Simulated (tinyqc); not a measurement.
Worked calculation: lattice vibrations of a chain. One step of it, computed by the program tinyqc.

Problem. Dynamical matrix at q = 0.35. q is in units of 2 pi/a. A spring k from atom i to atom j, n cells on, adds k to Phi_ii and Phi_jj, -k exp(2 pi i q n) to Phi_ij and the conjugate to Phi_ji (for one atom a cell: 2k (1 - cos 2 pi q n)); D_ij = Phi_ij / sqrt(m_i m_j).

A chain moving along its axis:
```
atom,mass (u),spring to the next atom (eV/angstrom^2)
1,104.100000,20.700000
2,92.100000,4.900000
3,50.000000,27.000000
4,72.400000,4.100000
```

Give: D(q).

Solution.

D(q) (eV/(angstrom^2 u)):
```
,1,2,3,4
1,0.238,-0.211,0.000,0.028+0.038i
2,-0.211,0.278,-0.072,0.000
3,0.000,-0.072,0.638,-0.449
4,0.028-0.038i,0.000,-0.449,0.430
```
